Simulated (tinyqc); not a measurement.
Activation against anneal temperature: dopants and charged point defects at anneal temperature: Fermi-level effect, clustering and pairing. Computed by tinyqc, a small Python program. Command: `OMP_NUM_THREADS=1 python tinyqc.py 3017696 3017697 out.jsonl pairing walk`. One thread of a shared host (Intel(R) Xeon(R) Processor @ 2.30GHz), about 0.02 s of CPU time with the checks.

Boltzmann statistics and full ionisation of active dopants. Energies are counted from the valence band; the defect (a vacancy or self-interstitial) has five charge states, with all degeneracy factors one.

Inputs (values chosen for the exercise, for a model semiconductor):
```
quantity                       value   unit
gap at 0 K E_g0                 3.53     eV
Varshni alpha               0.000343   eV/K
Varshni beta                     587      K
electron mass m_e              0.484    m_0
valleys M_c                        3      -
hole mass m_h                   1.95    m_0
anneal temperature T            1450      K
total dopant density N       4.8e+19  cm^-3
site density N_s             4.6e+22  cm^-3
dopant atoms per cluster k         4      -
cluster binding energy E_b      2.43     eV
```

Dopant: donor. Second part: clustering of the dopant.

Constants: m_0 = 9.1093837015e-31 kg; k_B = 1.380649e-23 J/K; h = 6.62607015e-34 J s; k_B = 8.617333262e-05 eV/K.

Method:
- E_g = E_g0 - alpha T^2/(T + beta).
- N_c = 2 M_c (2 pi m_e k_B T/h^2)^(3/2) and N_v = 2 (2 pi m_h k_B T/h^2)^(3/2), masses in units of m_0.
- n_i = sqrt(N_c N_v) exp(-E_g/2 k_B T); E_i = E_g/2 + (k_B T/2) ln(N_v/N_c).
- n = A/2 + sqrt(A^2/4 + n_i^2) for an active density A.
- k ionised dopants and k carriers form one neutral cluster: C = N_s (A/N_s)^k (n/N_b)^k exp(E_b/k_B T), N_b the effective density of states of the majority band, and N = A + k C (60 bisections in ln A between ln N - 90 and ln N).

Equilibrium activation:
```
T (K)  n_i (cm^-3)  active A (cm^-3)  clusters C (cm^-3)  active share
870     4.0236e+10        1.4241e+19          8.4399e+18       0.29668
1010    1.4112e+12        2.6410e+19          5.3976e+18       0.55020
1160    2.5464e+13        4.0389e+19          1.9028e+18       0.84143
1300    2.1257e+14        4.7049e+19          2.3763e+17       0.98020
1450    1.3375e+15        4.7939e+19          1.5202e+16       0.99873
1600    6.0621e+15        4.7995e+19          1.3727e+15       0.99989
1740    1.9886e+16        4.7999e+19          2.0114e+14       0.99998
```

The active share goes from 0.297 at 870 K to 1.000 at 1740 K, so a layer activated by a hot, short anneal is metastable and deactivates in later, cooler steps if the dopant can move.
